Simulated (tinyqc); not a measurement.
# From one set of inputs to another, one input at a time

Model: Debye-Callaway model of lattice thermal conductivity. Computed by tinyqc, a small Python program. Command: `OMP_NUM_THREADS=1 python tinyqc.py 3030621 3030622 out.jsonl callaway ladder`. One thread of a shared host (Intel(R) Xeon(R) Processor @ 2.30GHz), about 0.04 s of CPU time with the checks.

Three acoustic branches with one velocity v, cut at omega_D = k_B Theta/hbar; x = hbar omega/(k_B T). v and Theta are separate inputs: Theta cuts off the heat-carrying modes, so C need not reach 3 k_B/V. gamma is an effective value that sets the umklapp rate.

The inputs printed are set A. Set A is modelled on diamond; the values taken over come from a set modelled on germanium. Inputs not listed in the table keep their values of set A, so the rows need not describe a real material.

Inputs (values chosen for the exercise, modelled on diamond):
```
quantity                                value        unit
sound velocity v                        13100         m/s
Debye temperature Theta                  2160           K
volume per atom V                        5.67  angstrom^3
mean atomic mass M                      12.01           u
effective Grueneisen parameter gamma     2.87           -
umklapp exponent divisor b                  3           -
vacancy fraction n_v                  7.1e-06           -
Casimir length L                          120  micrometre
temperature T                             150           K
probe frequency omega/omega_D            0.25           -
```

Sample: crystal. Point defects: vacancies. Normal processes: left out.

Constants: k_B = 1.380649e-23 J/K; hbar = 1.054571817e-34 J s; u = 1.6605390666e-27 kg.

Method:
- A vacancy counts as a mass defect Delta M/M = -3 (the missing mass and twice its bonds), so Gamma = 9 n_v. A = V Gamma/(4 pi v^3).
- Rates: point defects A omega^4; umklapp B omega^2 T exp(-Theta/(b T)) with B = hbar gamma^2/(M v^2 Theta). Boundaries: v/L.
- The resistive time is tau_R = 1/(boundary + point-defect + umklapp rates), and the free path is v tau_R.
- kappa_1 = c int tau_C g dx, g = x^4 e^x/(e^x - 1)^2, c = (k_B/(2 pi^2 v)) (k_B T/hbar)^3, over 0 < x < min(Theta/T, 40), by 96 Gauss-Legendre points in s with x = x_max s^2; tau_C = tau_R, the inverse of the summed rates, and kappa = kappa_1.
- Heat capacity C = 3 c int g dx / v^2; grey free path 3 kappa/(C v); the median free path v tau_C halves kappa_1 when the quadrature points are ordered by free path (each counted at half its weight, interpolated in the logarithm); likewise at 10 % and 90 %.

Each row keeps all changes above it:
```
input moved                        from       to  heat capacity C (J/(m^3 K))  median free path (nm)  free path (nm)
set A                                 -        -                    1.834e+05              2.645e+04       1.135e+04
sound velocity v (m/s)            13100     3780                    7.634e+06              2.188e+03       1.712e+02
volume per atom V (angstrom^3)     5.67     22.6                    7.634e+06              3.119e+03       6.107e+01
temperature T (K)                   150      300                    5.235e+07              3.160e+01       1.542e+01
Casimir length L (micrometre)       120     4700                    5.235e+07              3.269e+01       1.542e+01
vacancy fraction n_v            7.1e-06  5.7e-05                    5.235e+07              7.634e+01       6.110e+00
Debye temperature Theta (K)        2160      387                    1.552e+06              4.130e+00       1.530e+01
mean atomic mass M (u)            12.01    72.63                    1.552e+06              2.584e+01       9.170e+01
```

Where does the difference come from?

Heat capacity C goes from 183000 to 1.55e6, a factor 8.46 in all. The largest single move comes from sound velocity v (a factor 41.6), and Debye temperature Theta works against it (a factor 0.0296). Median free path goes from 26400 to 25.8, a factor 9.77e-4 in all. The largest single move comes from temperature T (a factor 0.0101), and mean atomic mass M works against it (a factor 6.26). Free path goes from 11300 to 91.7, a factor 0.00808 in all. The largest single move comes from sound velocity v (a factor 0.0151), and mean atomic mass M works against it (a factor 5.99). The single moves hold for this order of the switches; the total does not depend on the order.

Extremes, crossings and ranges named in words are read from the listed rows.
